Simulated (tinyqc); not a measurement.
# n-type polysilicon, carrier trapping at grain boundaries, step by step

Numbers from tinyqc (`OMP_NUM_THREADS=1 python tinyqc.py 2830074 2830075 out.jsonl`; about 0.01 s on one thread of a shared Intel Xeon 2.30GHz). Printed values are rounded.

One-dimensional grains of size Lg, uniform ionised doping N, monovalent traps Qt at each boundary at a depth Et below (for electrons) or above (for holes) the band edge there, abrupt depletion of width W on each side of a boundary, Boltzmann statistics. xi is the distance from the band edge at the grain centre to the Fermi level. Trapped charge Qt/(1 + exp((xi + VB - Et)/Vt)) = 2 N W, barrier VB = q N W^2/(2 eps0 eps_r).

Parameters, values chosen for the exercise; values of the order met in polycrystalline silicon: temperature T = 300 K; relative permittivity eps_r = 11.7; conduction-band density of states at T NB = 2.8e19 cm^-3; grain size Lg = 250 nm; trap density of a grain boundary Qt = 8.2e11 cm^-2; depth of the trap level from the majority band edge at the boundary Et = 0.41 eV; mass for thermionic emission ms = 0.49 m0; correction factor of the emission rate fe = 1; mobility inside the grains mug = 56 cm^2/(V s); doping N = 2e17 cm^-3.

Constants: q = 1.602176634e-19 C, kB = 1.380649e-23 J/K, m0 = 9.1093837015e-31 kg, Vt = kB T/q, eps0 = 8.8541878128e-14 F/cm where lengths are in cm. Results are converted to the units shown.

## Starting value

W = 16 nm.

W at the start = 16 nm

## Iteration 1: new W

Partly depleted grain, xi = Vt ln(NB/N): f = 1/(1 + exp((xi + VB - Et)/Vt)), g = Qt f - 2 N W, g' = -2 Qt f (1 - f) VB/(W Vt) - 2 N, W(new) = W - g/g'.

VB = 0.03959276 V
f = 0.9999161
g = 1.799312e11 cm^-2
g' = -4.001316e10 cm^-2/nm
W after iteration 1 = 20.49680 nm

## Iteration 2: new W

As before.

VB = 0.06497525 V
f = 0.9997762
g = -5.557158e7 cm^-2
g' = -4.004500e10 cm^-2/nm
W after iteration 2 = 20.49541 nm

## Course of the iteration

Stop when the step is below 1e-10 nm, or after 40 iterations.

Course of the iteration:
```
iteration  W before the step (nm)  step (nm)
1                              16       4.50
2                        20.49680   -1.39e-3
3                        20.49541  -3.18e-10
4                        20.49541          0
```

Converged in 4 iterations.

## Depletion width, Fermi level and barrier

If the trap equation with xi = Vt ln(NB/N) has a root W < Lg/2, the grain is partly depleted; otherwise W = Lg/2 and the trap equation gives xi = Et - VB + Vt ln(Qt/(N Lg) - 1). N* = Qt/Lg.

N* = 3.28e16 cm^-3
W = 20.49541 nm
xi = 0.1277513 V
VB = 0.06496646 V
share of traps filled = 0.9997763

N is 6.10 N*, and the grain is partly depleted; VB = 2.51 Vt.

## Resistivity and effective mobility

n0 = NB exp(-xi/Vt); mean density n0 (1 - 2 W/Lg) by charge balance in a partly depleted grain, and n0 (sqrt(pi)/2) erf(u)/u with u = sqrt(VB/Vt) in a fully depleted one; v = sqrt(kB T/(2 pi ms m0)); barrier resistivity Vt exp(VB/Vt)/(q fe n0 v Lg); grain resistivity (1 - 2 W/Lg)/(q n0 mug); effective mobility 1/(q mean density total resistivity).

n0 = 2e17 cm^-3
mean density = 1.672073e17 cm^-3
v = 3.842995e6 cm/s
barrier resistivity = 0.1036412 ohm cm
grain resistivity = 0.4659045 ohm cm
resistivity = 0.5695457 ohm cm
effective mobility = 65.53989 cm^2/(V s)

The resistivity is 1.02 times that of a single crystal with the same N and mobility mug, and the mean density is 83.6 % of N. The effective mobility exceeds mug only because drift through the depleted grain is left out.
